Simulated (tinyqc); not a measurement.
# Threshold of a short bulk MOSFET: charge sharing, barrier lowering, narrow width, step by step

Program tinyqc, `OMP_NUM_THREADS=1 python tinyqc.py 2002004 2002005 out.jsonl`; Intel Xeon 2.30GHz, shared host, one thread, about 0.01 s. Printed values are rounded.

n-channel device on a p-type body, depletion approximation, full ionisation. Uniform doping N = Na. Vbi from Boltzmann statistics is rough for the degenerate source. Cox = eps0 eox/tox.

Parameters, values chosen for the exercise; band and dielectric values close to those of silicon:
```
symbol    value   unit                                                                 meaning
T           400      K                                                             temperature
Eg         1.14     eV                                                                band gap
eps_r      11.8                                                          relative permittivity
Nc      4.39e19  cm^-3                                  conduction-band density of states at T
Nv      4.08e19  cm^-3                                     valence-band density of states at T
eox        7.47         relative permittivity of the gate insulator (close to silicon nitride)
tox         7.1     nm                                                     insulator thickness
Na       1.2e18  cm^-3                                                          channel doping
Nsd        1e20  cm^-3                                                 source and drain doping
Vfb       -0.91      V                                     flat-band voltage for the doping Na
xj           33     nm                                                          junction depth
Vbs          -1      V                                                     body-source voltage
Vds        0.05      V                                                    drain-source voltage
W           180     nm                                                              gate width
xw            0                      shape factor of the fringing depletion at the width edges
L           280     nm                                                          channel length
```

Constants: q = 1.602176634e-19 C, kB = 1.380649e-23 J/K, Vt = kB T/q, eps0 = 8.8541878128e-14 F/cm where lengths are in cm. Results are converted to the units shown.

## Long-channel threshold and scales

ni = sqrt(Nc Nv) exp(-Eg/(2 Vt)), Eg in volts; 2 pB = 2 Vt ln(N/ni); flat band Vfb - Vt ln(N/Na); Wd = sqrt(2 eps0 eps_r (2 pB - Vbs)/(q N)); body term q N Wd/Cox; long-channel VT0 = flat band + 2 pB + body term; Vbi = Vt ln(N Nsd/ni^2); scale length l = sqrt((eps_r/eox) tox Wd).

N = 1.2e18 cm^-3
2 pB = 0.894373 V
flat band = -0.91 V
Wd = 45.3751 nm
body term = 0.936479 V
VT0 = 0.920852 V
Vbi = 1.04683 V
l = 22.5589 nm

## Short-channel and narrow-width shifts

Charge sharing (trapezoid; it ignores Vds): F = (xj/L)(sqrt(1 + 2 Wd/xj) - 1), lowering = body term times F. Barrier lowering: th = exp(-L/(2 l)) + 2 exp(-L/l), lowering = th [2 (Vbi - 2 pB) + Vds], DIBL = th. Narrow width: rise = body term times xw Wd/W. VT by each model = VT0 - lowering + rise.

F = 0.110372
lowering by charge sharing = 103.361 mV
th = 0.00202550
lowering of the barrier = 0.718859 mV
DIBL = 2.02550 mV/V
narrow-width rise = 0 mV
VT, charge sharing = 0.817491 V
VT, barrier lowering = 0.920133 V

L is 12.4 scale lengths. The charge-sharing lowering is 144 times the barrier lowering; the first falls off as 1/L and the second exponentially. Both describe the same loss of gate control, so they are alternatives and are not added.
